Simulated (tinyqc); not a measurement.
Worked calculation: Hubbard ring of 4 sites. Computed by tinyqc, a small Python program that keeps every step. Settings: hopping = 1.63, U = 9.4, mixing = 0.5, iteration cap = 75. Command: `OMP_NUM_THREADS=1 python tinyqc.py 25835 25836 out.jsonl` (the two numbers bound the seeds that draw the settings). One thread of a shared host (Intel(R) Xeon(R) Processor @ 2.60GHz), about 0.2 s of CPU time with the checks.

one-body matrix (hopping and site energies) (eV), lower triangle:
```
           1          2          3         4
1   0.530000
2  -1.630000   0.070000
3   0.000000  -1.630000  -0.380000
4  -1.630000   0.000000  -1.630000  0.370000
```

U = 9.400000 eV

electrons, up and down: 3  2

n(up) at the start (a guess, not normalised): 1 1.000000, 2 0.300000, 3 1.000000, 4 0.300000

n(down) at the start (a guess): 1 0.050000, 2 0.950000, 3 0.050000, 4 0.950000

Each step fills the lowest levels of T + U n(other spin) and sets n(new) = n + mixing (n(out) - n); stop when output and input agree to 1e-8.

Course of the cycle:

| iteration | E (eV) | largest \|n(out) - n(in)\| | mean \|n_up - n_down\| |
|---|---|---|---|
| 1 | 7.40492399 | 3.69e-01 | 0.624928 |
| 2 | 7.28121818 | 1.74e-01 | 0.598705 |
| 3 | 7.21669956 | 1.30e-01 | 0.579548 |
| 4 | 7.15693779 | 1.14e-01 | 0.564964 |
| 5 | 7.08195175 | 1.12e-01 | 0.556797 |
| 6 | 6.98904401 | 1.09e-01 | 0.590416 |
| 7 | 6.89217283 | 9.85e-02 | 0.620244 |
| 8 | 6.81204035 | 9.06e-02 | 0.642670 |
| 9 | 6.75906675 | 8.84e-02 | 0.657422 |
| 10 | 6.72948343 | 7.81e-02 | 0.666277 |
| 11 | 6.71445387 | 6.37e-02 | 0.671301 |
| ... | ... | ... | ... |
| 65 | 6.69893037 | 1.72e-07 | 0.676134 |
| 66 | 6.69893037 | 1.37e-07 | 0.676134 |
| 67 | 6.69893037 | 1.08e-07 | 0.676134 |
| 68 | 6.69893037 | 8.62e-08 | 0.676134 |
| 69 | 6.69893037 | 6.85e-08 | 0.676134 |
| 70 | 6.69893037 | 5.44e-08 | 0.676134 |
| 71 | 6.69893037 | 4.33e-08 | 0.676134 |
| 72 | 6.69893037 | 3.44e-08 | 0.676134 |
| 73 | 6.69893037 | 2.73e-08 | 0.676134 |
| 74 | 6.69893037 | 2.17e-08 | 0.676134 |
| 75 | 6.69893037 | 1.73e-08 | 0.676134 |

Can the last value be used, and what does the course show?

Not by the stop rule, although the second column moves by less than 1e-07 over the last three steps. Not converged within 75 iterations: the residual falls steadily but slowly, by a factor of about 0.79 a step. The lowest mean-field energy found from random starts is 6.56778 eV. Reruns (cap 100 unless said): mixing 0.2: not converged; mixing 0.9: converged in 40 to a higher stationary point (E = 6.69893); the original settings with a cap of 400: converged in 78 to a higher stationary point (E = 6.69893).
